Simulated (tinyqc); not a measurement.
Thresholds of impact ionisation and Auger recombination from band masses: one step. Thresholds of four processes. Five cases, with inputs chosen for the exercise.

Problem. Give G, M, m4, E_T, E_a and E_a/kT.

Parabolic bands, no phonon. At threshold the three slow carriers share one velocity. With M their total mass and m4 the mass of the fast carrier, the fast carrier has the kinetic energy E_T = G M/(M - m4) and the slow ones together E_a = G m4/(M - m4), the activation energy of the Auger rate. CCCH (fast electron): G = Eg, M = 2 me + mh, m4 = me. CHHS (hole into the split-off band): G = Eg - Dso, M = 2 mh + me, m4 = ms; this form holds for Eg > Dso (below, the process needs about Dso - Eg and is marked by a dash). CHHL (hole into the light band): G = Eg, M = 2 mh + me, m4 = ml. CHHH (fast heavy hole): G = Eg, M = 2 mh + me, m4 = mh.

Constants: kB = 8.617333262e-05 eV/K.

Give: a table of process, G (eV), M, m4, E_T (eV), E_a (eV), E_a/kT.

Case 1.

Values chosen (near those of InAs, gap at low temperature and not tied to T; not measured data):
- Eg = 0.409 eV (gap at Gamma to the s-like level)
- Dso = 0.398 eV (spin-orbit splitting)
- me = 0.0255 m0 (electron mass at Gamma)
- mh = 0.44 m0 (heavy-hole mass)
- ms = 0.144 m0 (split-off mass)
- ml = 0.027 m0 (light-hole mass)
- T = 300 K (temperature)

Solution.

Results:

| process | G (eV) | M | m4 | E_T (eV) | E_a (eV) | E_a/kT |
|---|---|---|---|---|---|---|
| CCCH | 0.4090 | 0.4910 | 0.0255 | 0.4314 | 0.0224 | 0.87 |
| CHHS | 0.0110 | 0.9055 | 0.1440 | 0.0131 | 0.0021 | 0.08 |
| CHHL | 0.4090 | 0.9055 | 0.0270 | 0.4216 | 0.0126 | 0.49 |
| CHHH | 0.4090 | 0.9055 | 0.4400 | 0.7956 | 0.3866 | 14.95 |

The lowest activation energy is that of CHHS (2 meV), then CHHL (13 meV). CHHS leads because G = Eg - Dso is small. At equal G a light fast carrier takes up the energy with little momentum, so little is asked of the slow ones; CHHH asks 0.95 Eg. For equal masses E_T would be 3/2 Eg; for electrons here it is 1.055 Eg.

Case 2.

Values chosen (near those of CdTe, gap at low temperature and not tied to T; not measured data):
- Eg = 1.587 eV (gap at Gamma to the s-like level)
- Dso = 0.894 eV (spin-orbit splitting)
- me = 0.0939 m0 (electron mass at Gamma)
- mh = 0.65 m0 (heavy-hole mass)
- ms = 0.279 m0 (split-off mass)
- ml = 0.1148 m0 (light-hole mass)
- T = 400 K (temperature)

Solution.

Results:

| process | G (eV) | M | m4 | E_T (eV) | E_a (eV) | E_a/kT |
|---|---|---|---|---|---|---|
| CCCH | 1.5870 | 0.8378 | 0.0939 | 1.7873 | 0.2003 | 5.81 |
| CHHS | 0.6930 | 1.3939 | 0.2790 | 0.8664 | 0.1734 | 5.03 |
| CHHL | 1.5870 | 1.3939 | 0.1148 | 1.7294 | 0.1424 | 4.13 |
| CHHH | 1.5870 | 1.3939 | 0.6500 | 2.9737 | 1.3867 | 40.23 |

The lowest activation energy is that of CHHL (142 meV), then CHHS (173 meV). At equal G a light fast carrier takes up the energy with little momentum, so little is asked of the slow ones; CHHH asks 0.87 Eg. For equal masses E_T would be 3/2 Eg; for electrons here it is 1.126 Eg.

Case 3.

Values chosen (near those of InAs, gap at low temperature and not tied to T; not measured data):
- Eg = 0.41 eV (gap at Gamma to the s-like level)
- Dso = 0.398 eV (spin-orbit splitting)
- me = 0.0253 m0 (electron mass at Gamma)
- mh = 0.43 m0 (heavy-hole mass)
- ms = 0.139 m0 (split-off mass)
- ml = 0.027 m0 (light-hole mass)
- T = 400 K (temperature)

Solution.

Results:

| process | G (eV) | M | m4 | E_T (eV) | E_a (eV) | E_a/kT |
|---|---|---|---|---|---|---|
| CCCH | 0.4100 | 0.4806 | 0.0253 | 0.4328 | 0.0228 | 0.66 |
| CHHS | 0.0120 | 0.8853 | 0.1390 | 0.0142 | 0.0022 | 0.06 |
| CHHL | 0.4100 | 0.8853 | 0.0270 | 0.4229 | 0.0129 | 0.37 |
| CHHH | 0.4100 | 0.8853 | 0.4300 | 0.7972 | 0.3872 | 11.23 |

The lowest activation energy is that of CHHS (2 meV), then CHHL (13 meV). CHHS leads because G = Eg - Dso is small. At equal G a light fast carrier takes up the energy with little momentum, so little is asked of the slow ones; CHHH asks 0.94 Eg. For equal masses E_T would be 3/2 Eg; for electrons here it is 1.056 Eg.

Case 4.

Values chosen (near those of InAs, gap at low temperature and not tied to T; not measured data):
- Eg = 0.41 eV (gap at Gamma to the s-like level)
- Dso = 0.38 eV (spin-orbit splitting)
- me = 0.0263 m0 (electron mass at Gamma)
- mh = 0.44 m0 (heavy-hole mass)
- ms = 0.149 m0 (split-off mass)
- ml = 0.027 m0 (light-hole mass)
- T = 250 K (temperature)

Solution.

Results:

| process | G (eV) | M | m4 | E_T (eV) | E_a (eV) | E_a/kT |
|---|---|---|---|---|---|---|
| CCCH | 0.4100 | 0.4926 | 0.0263 | 0.4331 | 0.0231 | 1.07 |
| CHHS | 0.0300 | 0.9063 | 0.1490 | 0.0359 | 0.0059 | 0.27 |
| CHHL | 0.4100 | 0.9063 | 0.0270 | 0.4226 | 0.0126 | 0.58 |
| CHHH | 0.4100 | 0.9063 | 0.4400 | 0.7969 | 0.3869 | 17.96 |

The lowest activation energy is that of CHHS (6 meV), then CHHL (13 meV). CHHS leads because G = Eg - Dso is small. At equal G a light fast carrier takes up the energy with little momentum, so little is asked of the slow ones; CHHH asks 0.94 Eg. For equal masses E_T would be 3/2 Eg; for electrons here it is 1.056 Eg.

Case 5.

Values chosen (near those of GaSb, gap at low temperature and not tied to T; not measured data):
- Eg = 0.835 eV (gap at Gamma to the s-like level)
- Dso = 0.763 eV (spin-orbit splitting)
- me = 0.0381 m0 (electron mass at Gamma)
- mh = 0.38 m0 (heavy-hole mass)
- ms = 0.14 m0 (split-off mass)
- ml = 0.0438 m0 (light-hole mass)
- T = 300 K (temperature)

Solution.

Results:

| process | G (eV) | M | m4 | E_T (eV) | E_a (eV) | E_a/kT |
|---|---|---|---|---|---|---|
| CCCH | 0.8350 | 0.4562 | 0.0381 | 0.9111 | 0.0761 | 2.94 |
| CHHS | 0.0720 | 0.7981 | 0.1400 | 0.0873 | 0.0153 | 0.59 |
| CHHL | 0.8350 | 0.7981 | 0.0438 | 0.8835 | 0.0485 | 1.88 |
| CHHH | 0.8350 | 0.7981 | 0.3800 | 1.5939 | 0.7589 | 29.36 |

The lowest activation energy is that of CHHS (15 meV), then CHHL (48 meV). CHHS leads because G = Eg - Dso is small. At equal G a light fast carrier takes up the energy with little momentum, so little is asked of the slow ones; CHHH asks 0.91 Eg. For equal masses E_T would be 3/2 Eg; for electrons here it is 1.091 Eg.

Computed by tinyqc, one run a case: `OMP_NUM_THREADS=1 python tinyqc.py N N+1 out.jsonl` with N = 1850951, 1851224, 1880106, 1880482, 1880580; one thread of a shared Intel(R) Xeon(R) Processor @ 2.30GHz, about 0.01 s a run at most.
